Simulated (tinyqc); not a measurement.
Thin-film optics by transfer matrices, step by step. Values are carried at full precision from step to step, so a last printed digit may differ when a step is redone from the rounded ones.

Indices N = n + i k. Snell: N0 sin(theta) = N_j sin(theta_j), with Im(N_j cos theta_j) >= 0. Admittance y_j = N_j cos theta_j for s and N_j/cos theta_j for p. Phase delta_j = 2 pi N_j cos theta_j d_j/lambda. Layer matrix [[cos delta, -i sin delta/y], [-i y sin delta, cos delta]], multiplied from the top down to M. (B, C) = M (1, y_sub); r = (y0 B - C)/(y0 B + C), R = |r|^2, T = 4 Re y0 Re y_sub/|y0 B + C|^2, absorbed in the films 1 - R - T.

Values chosen for the exercise (indices near those of Si3N4 on Al; not measured data): lam = 633 nm (vacuum wavelength); n0 = 1 (ambient index); n = (2.017, 1.354) (n of Si3N4, substrate); k = (0, 7.982) (k in the same order); d = (77.8) nm (thicknesses, top first); theta = 45 degrees (angle of incidence); pol = s (polarisation).

## Angles, admittances and phases

Form cos theta_j, y_j and delta_j.

cos theta_j: ambient 0.7071, film 1 0.9365, substrate 1.0036+0.0013i

y_j: ambient 0.7071, film 1 1.8890, substrate 1.3489+8.0124i

delta_j (rad): film 1 1.4588

## Layer matrices and their product

Form each matrix and multiply from the top down.

M:
```
[[0.1118, -0.5261i],
 [-1.8771i, 0.1118]]
```

Each matrix has determinant 1, and so has M.

## Reflection and transmission

Close the stack on the substrate.

B, C: [4.3268-0.7096i, 0.1508-0.9814i]

r = 0.6898+0.4681i
R = 0.6949
T into the substrate = 0.3051
absorbed in the films = 0.0000

The bare substrate would reflect 0.9442.

## Ellipsometric angles

Ellipsometry: rho = tan(Psi) exp(i Delta) = -conj(r_p/r_s) with the r of the admittance formula, Delta in 0 to 360 degrees, so that a bare dielectric at small angles gives Delta = 180.

Repeat the steps for both polarisations.

r_s = 0.6898+0.4681i
r_p = 0.7983+0.3767i
Psi = 46.64 degrees
Delta = 188.90 degrees

## Checks

- R against the recursion of Airy sums from the substrate up: both 0.69493.

Program tinyqc; command `OMP_NUM_THREADS=1 python tinyqc.py 1680483 1680484 out.jsonl`; about 0.02 s on one thread of a shared Intel(R) Xeon(R) Processor @ 2.30GHz.
